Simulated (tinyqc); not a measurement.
Inside a calculation. Model: two-step dopant diffusion (predeposition and drive-in) with a constant diffusivity. Computed by tinyqc, a small Python program that keeps every step. Command: `OMP_NUM_THREADS=1 python tinyqc.py 3031481 3031482 out.jsonl dopdiff walk`. One thread of a shared host (Intel(R) Xeon(R) Processor @ 2.30GHz), about 0.07 s of CPU time with the checks. Intermediate numbers are printed to about 7 digits and carried at full precision; extremes and crossings named in words are read from the listed rows.

Fick diffusion into a half space x > 0 whose background doping C_B is of the opposite type, so that a junction lies where C = C_B.

Inputs (values chosen for the exercise, modelled on arsenic in silicon):
```
quantity,value,unit
prefactor D0,9.13,cm^2/s
activation energy E,4,eV
surface concentration C_s,6.7e+18,1/cm^3
background doping C_B,2.8e+15,1/cm^3
predeposition temperature T1,950,C
predeposition time t1,60,min
drive-in temperature T2,1150,C
drive-in time t2,240,min
mean mobility in the layer mu,100,cm^2/(V s)
ramp rate,10,C/min
stand-by temperature,700,C
```

Furnace ramps of the drive-in: linear ramps.

Constants: k_B = 8.617333262e-05 eV/K; e = 1.602176634e-19 C.

## Diffusivities

D = D0 exp(-E/(k_B T)). Temperatures in kelvin are T(C) + 273.15. Times in seconds are 60 times the minutes.

D1 = 3.014131e-16 cm^2/s

D2 = 6.242164e-14 cm^2/s

product D1 t1 = 1.085087e-12 cm^2

## Thermal budget with ramps

One ramp between the stand-by temperature and T2 adds int D dT / rate (40-point Gauss-Legendre); the usual estimate counts it as an extra time k_B T2^2/(E rate) at T2. (Dt)2 = D2 t2 + two ramps, times in seconds.

budget of one ramp = 1.542210e-11 cm^2

estimated extra time of one ramp = 4.363292 min

drive-in budget (Dt)2 = 9.297158e-10 cm^2

The integral equals 4.12 min at T2, against the estimate 4.36 min; both ramps make 3.3 % of the budget.

## Predeposition

C = C_s erfc(x/(2 sqrt(D1 t1))); dose Q = 2 C_s sqrt(D1 t1/pi); the junction solves erfc(z) = C_B/C_s with x_j = 2 z sqrt(D1 t1).

dose Q = 7.875210e+12 1/cm^2

z = 2.495031

junction depth after predeposition = 0.05198024 um

## Drive-in as a Gaussian

With a sealed surface and a thin source, C = Q/sqrt(pi (Dt)2) exp(-x^2/(4 (Dt)2)); x_j = 2 sqrt((Dt)2 ln(C(0)/C_B)); gradient at the junction |dC/dx| = C_B x_j/(2 (Dt)2).

surface concentration C(0) (Gaussian) = 1.457176e+17 1/cm^3

junction depth x_j = 1.212318 um

gradient at the junction = 1.825552e+20 1/cm^4

The drive-in moves the junction from 0.0520 to 1.21 um and lowers the surface value by a factor 46.0. Caution: C_s exceeds the intrinsic carrier density of silicon at the predeposition temperature (2e18 to 1e19 per cm^3), where real diffusivities rise with concentration and profiles turn box-like.

## Sheet resistance

Net dose Q_net = Q erf(x_j/(2 sqrt((Dt)2))) - C_B x_j; R_s = 1/(e mu Q_net), with every dopant ionised and one mobility.

net dose = 7.496918e+12 1/cm^2

sheet resistance R_s (Gaussian) = 8325.433 ohm/square

## Exact junction depth

Exact two-step profile: C = (2 C_s/pi) int_0^alpha exp(-beta (1 + u^2))/(1 + u^2) du with alpha = sqrt(D1 t1/(Dt)2), beta = x^2/(4 (D1 t1 + (Dt)2)). The integral takes 48 Gauss-Legendre points; solve C(x) = C_B.

exact junction depth = 1.212729 um

## Gaussian against the exact two-step profile

Gaussian: C = Q/sqrt(pi (Dt)2) exp(-x^2/(4 (Dt)2)). Depths are fractions of the Gaussian x_j.

Profiles:
```
x/x_j,x (um),Gaussian (1/cm^3),exact (1/cm^3),ratio
0.0,0.000000,1.457176e+17,1.456610e+17,1.000389
0.2,0.242464,1.244108e+17,1.243777e+17,1.000266
0.4,0.484927,7.742754e+16,7.743549e+16,0.999897
0.6,0.727391,3.512567e+16,3.515087e+16,0.999283
0.8,0.969854,1.161570e+16,1.163404e+16,0.998424
1.0,1.212318,2.800000e+15,2.807525e+15,0.997320
1.2,1.454781,4.919968e+14,4.939868e+14,0.995971
```

With D1 t1/(Dt)2 = 0.0012, the Gaussian is 0.039 % high at the surface and 0.27 % low at its own junction; the exact junction lies at 1.213 um, 0.034 % deeper. The dose is the same, but the real source already has a width, which is negligible here.

Checks made by the program: exact profile against the direct convolution of the erfc with the Gaussian kernel (relative difference below 1e-10).
